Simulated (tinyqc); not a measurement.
# Error from band bending against W

In A the levels shift by pb (1 - z/W)^2 for z < W. The signal from depth z is weighted by exp(-z/le)/le, so the centroid shifts by pb [1 - 2/a + (2/a^2)(1 - exp(-a))], a = W/le, and the error of iA against its value at the interface is that less pb.

Inputs (values chosen for the exercise): band bending in A at the interface pb = 0.69 V; escape depth le = 3.7 nm.

Error from band bending against W:

| W (nm) | a | centroid shift (eV) | error (meV) |
|---|---|---|---|
| 2.8 | 0.75676 | 0.14554 | -544.46 |
| 5 | 1.3514 | 0.22885 | -461.15 |
| 8.6 | 2.3243 | 0.32672 | -363.28 |
| 15 | 4.0541 | 0.43211 | -257.89 |
| 26 | 7.0270 | 0.52154 | -168.46 |
| 45 | 12.162 | 0.58586 | -104.14 |
| 79 | 21.351 | 0.62839 | -61.606 |
| 140 | 37.838 | 0.65449 | -35.508 |
| 240 | 64.865 | 0.66905 | -20.947 |

Read the table: what changes, and by how much?

The size of the error falls from 544 to 20.9 meV; for large a it is 2 |pb|/a. It is below 50 meV, a typical accuracy of the method, in 2 of the 9 rows. Heavily doped substrates and deep-probing photons need the correction.

Computed by the program tinyqc: `OMP_NUM_THREADS=1 python tinyqc.py 2410166 2410167 out.jsonl`, one thread of a shared Intel Xeon 2.30GHz, about 0.01 s for the whole run.
